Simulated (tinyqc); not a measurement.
# Bloch-Grueneisen resistivity of a metal, step by step

A worked calculation. Computed by tinyqc, a small Python program that keeps every step. Command: `OMP_NUM_THREADS=1 python tinyqc.py 3029239 3029240 out.jsonl bg walk`. One thread of a shared host (Intel(R) Xeon(R) Processor @ 2.30GHz), about 0.01 s of CPU time with the checks. Intermediate numbers are printed to about 6 digits and carried at full precision; extremes and crossings named in words are read from the listed rows.

Electrons scatter from a Debye spectrum of phonons (n = 5 for scattering within one band, n = 3 for scattering into a second, heavy band) and from static defects.

Inputs (values chosen for the exercise, modelled on molybdenum):

| quantity | value | unit |
|---|---|---|
| exponent n | 5 | - |
| Debye temperature Theta | 391 | K |
| transport coupling lambda_tr | 0.36 | - |
| Drude plasma energy hbar w_p | 8.5 | eV |
| residual resistivity rho_0 | 0.12 | microohm cm |
| temperature T | 40 | K |

Addition: none.

Constants: k_B = 1.380649e-23 J/K; hbar = 1.054571817e-34 J s; eps_0 = 8.8541878128e-12 F/m; hbar = 6.582119569e-16 eV s; k_B = 8.617333262e-05 eV/K.

## Scale of the phonon resistivity

rho_ph = (n - 1) rho_1 (T/Theta)^n J_n(Theta/T), with rho_1 = 2 pi lambda_tr k_B Theta/(hbar eps_0 w_p^2), the high-temperature line at T = Theta.

rho_1 = 7.84172 microohm cm

## The integral and the phonon part

J_n(y) = int_0^y x^n e^x/(e^x - 1)^2 dx, by 96 Gauss-Legendre points (upper limit at most 60).

Theta/T = 9.775

J_n = 115.300

phonon resistivity rho_ph = 0.0405244 microohm cm

This is 5.05 % of the straight line rho_1 T/Theta.

## Total resistivity and derived numbers

Matthiessen's rule: rho = rho_0 + rho_ph. Temperature coefficient (1/rho) d rho/dT by a central difference of +/- 0.5 K; residual ratio rho(295 K)/rho(4.2 K); scattering time tau = 1/(eps_0 w_p^2 rho); Wiedemann-Franz kappa = L_0 T/rho, L_0 = (pi^2/3)(k_B/e)^2.

resistivity rho = 0.160524 microohm cm

temperature coefficient = 28.8440 1e-3/K

residual resistance ratio = 45.7913

scattering time = 421.895 fs

Wiedemann-Franz conductivity = 608.756 W/(m K)

The coefficient is 1.15 times 1/T; it exceeds 1/T because the phonon part, extended linearly, meets zero above T = 0.

## Limits of the phonon part

Low T: (n - 1) n! zeta(n) rho_1 (T/Theta)^n. High T: rho_1 (T/Theta) [1 - (n - 1)/(12 (n + 1)) (Theta/T)^2].

Resistivities (microohm cm):

| T (K) | rho_ph | low-T law | straight line | line with correction | total rho |
|---|---|---|---|---|---|
| 12 | 1.06273e-04 | 1.06273e-04 | 0.2407 | - | 0.1201 |
| 20 | 1.36655e-03 | 1.36668e-03 | 0.4011 | - | 0.1214 |
| 31 | 1.20646e-02 | 1.22272e-02 | 0.6217 | - | 0.1321 |
| 47 | 8.24828e-02 | 9.79505e-02 | 0.9426 | - | 0.2025 |
| 78 | 5.00803e-01 | 1.23308e+00 | 1.5643 | - | 0.6208 |
| 140 | 1.87529e+00 | 2.29698e+01 | 2.8078 | 1.5911 | 1.9953 |
| 200 | 3.26816e+00 | 1.36668e+02 | 4.0111 | 3.1594 | 3.3882 |
| 310 | 5.69893e+00 | 1.22272e+03 | 6.2172 | 5.6677 | 5.8189 |
| 470 | 9.07288e+00 | 9.79505e+03 | 9.4261 | 9.0637 | 9.1929 |
| 780 | 1.54270e+01 | 1.23308e+05 | 15.6433 | 15.4249 | 15.5470 |

The low-T law holds to 10 % up to 31 K, the straight line from 310 K on. The local exponent of rho_ph falls from 5.00 to 1.05. Phonons overtake the residual resistivity between 47.0 and 78.0 K.

Checks made by the program: J_n at large argument against n! zeta(n) (relative difference below 1e-10).
